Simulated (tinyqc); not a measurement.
Single-electron transistor, orthodox theory and master equation: two steps of the calculation.

A metal island with n extra electrons joins the left lead (voltage V) and the right lead (0 V) by tunnel junctions and couples to a gate. Cs = CL + CR + Cg. Adding electron n + 1 costs mu(n) = [q (n + 1/2) - CL V - Cg Vg]/Cs (in volts); the Fermi levels are -V (left) and 0 (right). A jump that gains the energy W has the rate G(W) = (W/q)/(R [1 - exp(-W/Vt)]), W in volts, Vt = kB T/q. Sequential tunnelling only; I > 0 flows from left to right.

Inputs (values chosen for the exercise): capacitance of the left junction CL = 27 aF; capacitance of the right junction CR = 76 aF; gate capacitance Cg = 11 aF; resistance of the left junction RL = 310 kohm; resistance of the right junction RR = 310 kohm; temperature T = 2.3 K; bias of the left lead V = 2.2 mV; gate voltage Vg = 10 mV; lowest charge state kept n0 = -2; highest charge state kept n1 = 2.

Constants: q = 1.602176634e-19 C, kB = 1.380649e-23 J/K, Vt = kB T/q. Results are converted to the units shown.

Problem 1. Charging energy and addition levels. q/Cs, the gate period q/Cg, and mu(n) for the transitions kept.

Find: q/Cs; q/Cg; kB T/(q^2/Cs); mu(n).

Solution 1.

q/Cs = 1.405 mV
q/Cg = 14.57 mV
kB T/(q^2/Cs) = 0.1410
mu(n), n to n + 1, n -2 to 1 (mV): -3.594  -2.189  -0.783  0.622

Problem 2. Tunnelling rates. Onto the island: from the left W = -V - mu(n), from the right W = -mu(n); off the island (n + 1 to n): to the left W = mu(n) + V, to the right W = mu(n).

mu(n), n to n + 1, n -2 to 1 (mV): -3.5940921  -2.1886740  -0.7832559  0.6221622

Wanted: on from left; on from right; off to left; off to right.

Solution 2.

```
n to n + 1, n  on from left (1/ns)  on from right (1/ns)  off to left (1/ns)  off to right (1/ns)
-2                           28.09                 72.36             0.02477             9.641e-7
-1                           3.878                 44.07               4.106             7.051e-4
0                          0.02245                 16.08               28.55               0.3090
1                         3.720e-5                0.5673               56.82                13.09
```

Range of the model: Cotunnelling, which dominates deep in the blockade, is left out.

Numbers from tinyqc (`OMP_NUM_THREADS=1 python tinyqc.py 2780110 2780111 out.jsonl`; about 0.01 s on one thread of a shared Intel Xeon 2.30GHz).
